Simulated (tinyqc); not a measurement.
## MOSFET in saturation, small-signal circuit and noise: effect of the temperature on speed and noise

Bias by the inversion coefficient IC = I/Ispec (charge-based model with velocity saturation; weak inversion below 0.1, strong above 10). Common-source circuit: gm, gds, Cgs, Cgd and Cj at the inner nodes, Rg in series with the gate; quasi-static, no source or drain resistance, no gate-body capacitance, no substrate network, no induced gate noise, so fmax is an upper estimate.

Ispec = 2 n mu Cox (W/L) Vt^2, lc = Ls/L, gms = [sqrt((lc IC + 1)^2 + 4 IC) - 1]/[2 + lc (lc IC + 1)], gm = gms Ispec/(n Vt), gds = sg gm. qs = [sqrt(1 + 4 IC) - 1]/2, Cgs = Cox W L qs (2 qs + 3)/(3 (qs + 1)^2) + Cov W, Cgd = Cov W, Cd = Cj W, Rg = Rsh (Wf/L)/(12 Nf) + Rc/W with Nf = W/Wf fingers (not rounded) contacted at both ends. fT = gm/(2 pi (Cgs + Cgd)), fmax = fT/(2 sqrt(Rg (gds + 2 pi fT Cgd))). Channel noise Sid = 4 kB T gam n gm with gam = (1/2 + (2/3) qs)/(1 + qs) + gw lc IC, qs = [sqrt(1 + 4 IC) - 1]/2, lc = Ls/L (the last term an empirical rise with velocity saturation); at the gate, white noise Sw = Sid/gm^2 + 4 kB T Rg. Number fluctuation with correlated mobility: S(f) = K/f, K = q^2 Vt lt Nt/(W L Cox^2) (1 + ac mu Cox I/gm)^2, Vt in eV with Nt per eV. Corner fc = K/Sw. IC is held fixed, and so are mu, n, Ls and Nt.

Values chosen for this exercise:
```
symbol,value,unit,meaning
L,130,nm,gate length
W,80,um,total gate width
Cox,1.01,uF/cm^2,gate capacitance
mu,420,cm^2/(V s),mobility
n,1.15,,slope factor
Ls,25,nm,velocity-saturation length
sg,0.016,,ratio gds/gm
Cov,0.3,fF/um,overlap and fringe capacitance per side
Cj,0.57,fF/um,drain junction capacitance
Rsh,20,ohm,sheet resistance of the gate
Wf,0.5,um,finger width
Rc,200,ohm um,gate contact and vertical resistance
IC,0.7,,inversion coefficient
gw,0.1,,short-channel excess of the noise factor
Nt,5e17,cm^-3 eV^-1,oxide trap density
lt,0.1,nm,tunnelling length into the oxide
ac,3000,V s/C,Coulomb scattering coefficient
```

Constants: q = 1.602176634e-19 C, kB = 1.380649e-23 J/K, Vt = kB T/q. Results are converted to the units shown.

The same in every row: Rg (ohm) = 2.540.

Effect of the temperature on speed and noise:
```
T (K),I (uA),fT (GHz),fmax (GHz),sqrt(Sw) (nV/Hz^0.5),fc (MHz)
100,31.21,4.219,51.16,1.324,6.181
150,70.22,6.328,62.65,1.326,9.408
200,124.8,8.437,72.35,1.329,12.73
250,195.1,10.55,80.89,1.332,16.14
300,280.9,12.66,88.61,1.334,19.65
350,382.3,14.76,95.70,1.337,23.25
400,499.4,16.87,102.3,1.339,26.94
```

As T goes from 100 to 400 K, fT rises from 4.22 to 16.9 GHz, fmax rises from 51.2 to 102 GHz, the white noise rises from 1.32 to 1.34 nV/Hz^0.5 and the corner rises from 6.18 to 26.9 MHz. At fixed IC and mobility the current goes as T^2 and gm as T, which is why fT rises; a real mobility would fall with T. In every row fmax exceeds 4 fT, where channel resistance and substrate losses, left out here, would cap it. For T = 100 to 150 K band tails and dopant freeze-out, left out here, change n and the noise.

Numbers from tinyqc (`OMP_NUM_THREADS=1 python tinyqc.py 2150034 2150035 out.jsonl`; about 0.01 s on one thread of a shared Intel Xeon 2.30GHz).
